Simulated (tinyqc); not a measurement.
Which pair of peaks is best: composition and strain of an epitaxial Si(1-x)Ge(x) layer from Raman and X-ray peaks. Computed by tinyqc, a small Python program. Command: `OMP_NUM_THREADS=1 python tinyqc.py 3009566 3009567 out.jsonl epiraman walk`. One thread of a shared host (Intel(R) Xeon(R) Processor @ 2.30GHz), about 0.01 s of CPU time with the checks.

A (001) layer, biaxially strained in the plane. The Raman peaks follow empirical lines omega = w0 + c1 x + c3 x^3 + b eps (c3 for Si-Ge alone), with eps the in-plane strain.

Inputs (values chosen for the exercise, modelled on silicon-germanium): Ge fraction x = 0.53; Si-Si: c1 = -66.4 1/cm; Si-Si: strain coefficient b = -716 1/cm; Si-Ge: c1 = 24.1 1/cm; Si-Ge: c3 = -33.4 1/cm; Si-Ge: strain coefficient b = -558 1/cm; Ge-Ge: c1 = 19.8 1/cm; Ge-Ge: strain coefficient b = -474 1/cm; uncertainty of a Raman peak = 0.05 1/cm.

Substrate: silicon.

Method. For each pair invert J = [d omega/dx, d omega/d eps] at the true x. Independent errors of the given size in both peaks give sigma_x and sigma_eps = uncertainty x (norm of the rows of the inverse of J).

Error propagation:
```
pair               det J     sigma_x  sigma_eps (per mille)
Si-Si and Si-Ge   34.154   0.0013289               0.097387
Si-Si and Ge-Ge  45.6504  9.4050e-04               0.075891
Si-Ge and Ge-Ge   12.966   0.0028233               0.077930
```

What follows from these numbers?

The pair Si-Si and Ge-Ge fixes x best (sigma_x = 9.4e-4) and Si-Ge and Ge-Ge worst (0.0028), a factor 3.0. Strain moves all peaks the same way, so a good pair needs different ratios of composition slope to strain coefficient, best of opposite sign; the slopes here are -66.4, -4.0 and 19.8 per cm for Si-Si, Si-Ge and Ge-Ge. Errors in the coefficients themselves are not counted.

Extremes, crossings and ranges named in words are read from the listed rows.
